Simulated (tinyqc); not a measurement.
From one set of inputs to another, one input at a time: decay of LO phonons and the hot-phonon bottleneck in the cooling of electrons. Computed by tinyqc, a small Python program. Command: `OMP_NUM_THREADS=1 python tinyqc.py 3007608 3007609 out.jsonl hotphonon ladder`. One thread of a shared host (Intel(R) Xeon(R) Processor @ 2.30GHz), about 0.02 s of CPU time with the checks.

n(E, T) = 1/(exp(E/(k_B T)) - 1) is the Bose occupation. Electrons have a temperature T_e; the LO modes within their reach share one occupation N; the decay products stay at the lattice temperature.

The inputs printed are set A. Set A is modelled on aluminium nitride; the values taken over come from a set modelled on indium arsenide. Inputs not listed in the table keep their values of set A, so the rows need not describe a real material.

Inputs (values chosen for the exercise, modelled on aluminium nitride):

| quantity | value | unit |
|---|---|---|
| LO energy hbar omega | 109 | meV |
| lifetime at T = 0, tau_0 | 1.1 | ps |
| lattice temperature T | 300 | K |
| electron mass m* | 0.326 | m_0 |
| eps_inf | 4.81 | - |
| static dielectric constant eps_s | 8.29 | - |
| electron density n | 3.4e+17 | 1/cm^3 |
| density of LO modes that the electrons reach, N_m | 3.5e+19 | 1/cm^3 |
| power supplied per electron P | 2.4 | nW |

Decay channel: two equal phonons (Klemens).

Constants: k_B = 8.617333262e-05 eV/K; c = 299792458 m/s; e^2/(4 pi eps_0) = 14.39964548 eV angstrom; hbar^2/(2 m_0) = 3.80998212 eV angstrom^2; hbar = 6.582119569e-16 eV s; e = 1.602176634e-19 C.

Method:
- Decay rate 1/tau = (1/tau_0) [1 + 2 n(hbar omega/2)].
- Full width Gamma = 1/(2 pi c tau) in 1/cm, c in cm/s.
- Froehlich coupling alpha = (e^2/(4 pi eps_0)) (1/eps_inf - 1/eps_s) k_0/(2 hbar omega), k_0 = sqrt(m* hbar omega/(hbar^2/(2 m_0))); emission time tau_sp = hbar/(2 alpha hbar omega); bottleneck ratio r = (n/N_m) tau/tau_sp.
- Net emission per electron: [(N + 1) x - N]/tau_sp with x = exp(-hbar omega/(k_B T_e)), a simple two-level balance; steady state of the modes: n [(N + 1) x - N]/tau_sp = N_m (N - N_0)/tau; power per electron P = hbar omega [(N + 1) x - N]/tau_sp.
- With p = P tau_sp/(hbar omega): N = N_0 + r p and x = (p + N)/(N + 1); without hot phonons N = N_0. The mode temperature T_LO solves n(hbar omega, T_LO) = N.

Each row keeps all changes above it:

| input moved | from | to | mode temperature T_LO (K) | LO occupation N | Raman width Gamma (1/cm) |
|---|---|---|---|---|---|
| set A | - | - | 305.28 | 0.01612 | 6.1607 |
| electron density n (1/cm^3) | 3.4e+17 | 4.5e+18 | 358.36 | 0.03020 | 6.1607 |
| lifetime at T = 0, tau_0 (ps) | 1.1 | 9.8 | 622.10 | 0.15062 | 0.6915 |
| static dielectric constant eps_s | 8.29 | 15.2 | 622.10 | 0.15062 | 0.6915 |
| electron mass m* (m_0) | 0.326 | 0.0252 | 622.10 | 0.15062 | 0.6915 |
| lattice temperature T (K) | 300 | 250 | 628.02 | 0.15399 | 0.6355 |
| density of LO modes that the electrons reach, N_m (1/cm^3) | 3.5e+19 | 3.1e+19 | 660.92 | 0.17304 | 0.6355 |
| eps_inf | 4.81 | 12.6 | 660.92 | 0.17304 | 0.6355 |

Mode temperature T_LO goes from 305 to 661, a factor 2.16 in all. The largest single move comes from lifetime at T = 0, tau_0 (a factor 1.74). LO occupation N goes from 0.0161 to 0.173, a factor 10.7 in all. The largest single move comes from lifetime at T = 0, tau_0 (a factor 4.99). Raman width Gamma goes from 6.16 to 0.636, a factor 0.103 in all. The largest single move comes from lifetime at T = 0, tau_0 (a factor 0.112). The single moves hold for this order of the switches; the total does not depend on the order.

Caution (rows set A, electron density n, lifetime at T = 0, tau_0, static dielectric constant eps_s): alpha is above 1/2, so hbar/tau_sp exceeds hbar omega and the emission time, a weak-coupling result, is only rough. Caution (rows electron mass m*, lattice temperature T, density of LO modes that the electrons reach, N_m, eps_inf): the electrons are degenerate; Pauli blocking and the Fermi energy, left out here, matter.

Extremes, crossings and ranges named in words are read from the listed rows.
